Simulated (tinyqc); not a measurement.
# Polycrystalline film, grain-boundary barriers (Seto model): what changes with what

One-dimensional grains of size Lg with donors N; each boundary has Qt acceptor-like traps per area at one level Et below the band edge. Trapped electrons qt deplete a width w = qt/N (both sides together) and raise a barrier Vb = q N w^2/(8 eps0 eps_r). Current crosses the barriers by thermionic emission at small bias. Abrupt depletion, full ionisation, Boltzmann statistics.

Values chosen for this exercise; values close to those of polycrystalline silicon:
```
symbol   value        unit                                     meaning
T          300           K                                 temperature
eps_r     11.7              relative permittivity of the semiconductor
Lg          80          nm                                  grain size
Qt      3.8e12       cm^-2                  trap density at a boundary
N       1.5e17       cm^-3                               donor density
mg         170  cm^2/(V s)                     mobility inside a grain
vc       5.9e6        cm/s          collection velocity at the barrier
Nc      2.8e19       cm^-3      conduction-band density of states at T
Et        0.39          eV              trap level below the band edge
```

Constants: q = 1.602176634e-19 C, kB = 1.380649e-23 J/K, Vt = kB T/q, eps0 = 8.8541878128e-14 F/cm where lengths are in cm. Results are converted to the units shown.

Each table varies one quantity; the others keep the values above.

## Effect of the donor density

Partly depleted grains: the density at the grain centre is n0 = N and qt = Qt/(1 + 2 (Nc/N) exp((Vb - Et)/Vt)). If that gives qt >= N Lg, the grains are fully depleted: qt = N Lg, w = Lg and n0 = 2 Nc exp((Vb - Et)/Vt)/(Qt/(N Lg) - 1). Resistivity: barriers rb = Vt exp(Vb/Vt)/(q n0 vc Lg), grain interior rg = (1 - w/Lg)/(q mg N); effective mobility 1/(q N (rb + rg)).

Results:

| N (cm^-3) | w/Lg | Vb (V) | n0 (cm^-3) | resistivity (ohm cm) |
|---|---|---|---|---|
| 2.4e16 | 1.0000 | 0.029695 | 2.6385e12 | 4086.3 |
| 9.8e16 | 1.0000 | 0.12125 | 4.4496e14 | 836.53 |
| 2e17 | 1.0000 | 0.24745 | 1.6415e17 | 299.00 |
| 4.1e17 | 0.70420 | 0.25156 | 4.1000e17 | 140.32 |
| 8.3e17 | 0.48143 | 0.23801 | 8.3000e17 | 41.065 |
| 1.7e18 | 0.27803 | 0.16259 | 1.7000e18 | 1.0989 |
| 3.4e18 | 0.13969 | 0.082088 | 3.4000e18 | 0.033354 |
| 7e18 | 0.067856 | 0.039879 | 7.0000e18 | 0.0071730 |
| 1.4e19 | 0.033928 | 0.019940 | 1.4000e19 | 0.0030616 |

Estimate the missing row, N = 4.8e16 cm^-3.

Computed row:

| N (cm^-3) | w/Lg | Vb (V) | n0 (cm^-3) | resistivity (ohm cm) |
|---|---|---|---|---|
| 4.8e16 | 1.0000 | 0.059389 | 1.7579e13 | 1934.4 |

With this row back in the table: As N goes from 2.4e16 to 1.4e19 cm^-3, the barrier goes from 0.0297 through a maximum of 0.252 (at N = 4.1e17 cm^-3 among the rows listed) to 0.0199 V and the resistivity falls from 4090 to 0.00306 ohm cm. The grains are fully depleted in 4 of the 10 rows. The steepest fall, as N^(-5.1), lies between 8.3e17 and 1.7e18 cm^-3; N* = 4.75e17 cm^-3. The barrier grows with N while the grains are depleted and shrinks once they are not, hence the maximum. At N = 2.4e16, 7e18, 1.4e19 cm^-3 the barrier is under 2 Vt, where the depletion and emission pictures are rough. At N = 1.4e19 cm^-3 N passes 0.3 Nc, where degeneracy and tunnelling through the thin barriers matter.

## Effect of the trap density at a boundary

Same model as above.

Effect of the trap density at a boundary:

| Qt (cm^-2) | w/Lg | Vb (V) | n0 (cm^-3) | resistivity (ohm cm) |
|---|---|---|---|---|
| 6.3e11 | 0.5246 | 0.05108 | 1.500e17 | 0.2807 |
| 9.3e11 | 0.7694 | 0.1099 | 1.500e17 | 1.653 |
| 1.4e12 | 1.000 | 0.1856 | 1.237e17 | 36.24 |
| 2e12 | 1.000 | 0.1856 | 3.093e16 | 145.0 |
| 3e12 | 1.000 | 0.1856 | 1.375e16 | 326.2 |
| 4.4e12 | 1.000 | 0.1856 | 7.732e15 | 579.9 |
| 6.5e12 | 1.000 | 0.1856 | 4.668e15 | 960.4 |
| 9.5e12 | 1.000 | 0.1856 | 2.981e15 | 1504 |

What does the comparison show?

As Qt goes from 6.3e11 to 9.5e12 cm^-2, the barrier rises from 0.0511 to 0.186 V and the resistivity rises from 0.281 to 1500 ohm cm. The grains are fully depleted in 6 of the 8 rows. At Qt = 6.3e11 cm^-2 the barrier is under 2 Vt, where the depletion and emission pictures are rough.

## Effect of the grain size

Same model as above.

Result of one run:

| Lg (nm) | w/Lg | Vb (V) | n0 (cm^-3) | resistivity (ohm cm) |
|---|---|---|---|---|
| 480 | 0.1938 | 0.2510 | 1.500e17 | 62.65 |

What becomes of these results when the grain size Lg is changed from 480 to 16 nm, all else the same?

Result of the changed run:

| Lg (nm) | w/Lg | Vb (V) | n0 (cm^-3) | resistivity (ohm cm) |
|---|---|---|---|---|
| 16 | 1.000 | 0.007424 | 1.412e12 | 1.613e4 |

The whole series:

| Lg (nm) | w/Lg | Vb (V) | n0 (cm^-3) | resistivity (ohm cm) |
|---|---|---|---|---|
| 16 | 1.000 | 0.007424 | 1.412e12 | 1.613e4 |
| 26 | 1.000 | 0.01960 | 3.838e12 | 5850 |
| 42 | 1.000 | 0.05115 | 2.260e13 | 2084 |
| 69 | 1.000 | 0.1381 | 1.228e15 | 673.5 |
| 110 | 0.8457 | 0.2510 | 1.500e17 | 272.6 |
| 180 | 0.5168 | 0.2510 | 1.500e17 | 166.7 |
| 300 | 0.3101 | 0.2510 | 1.500e17 | 100.1 |
| 480 | 0.1938 | 0.2510 | 1.500e17 | 62.65 |

As Lg goes from 16 to 480 nm, the barrier rises from 0.00742 to 0.251 V and the resistivity falls from 16100 to 62.6 ohm cm. The grains are fully depleted in 4 of the 8 rows. For Lg = 16 to 42 nm the barrier is under 2 Vt, where the depletion and emission pictures are rough.

Program tinyqc, `OMP_NUM_THREADS=1 python tinyqc.py 2610059 2610060 out.jsonl`; Intel Xeon 2.30GHz, shared host, one thread, about 0.01 s.
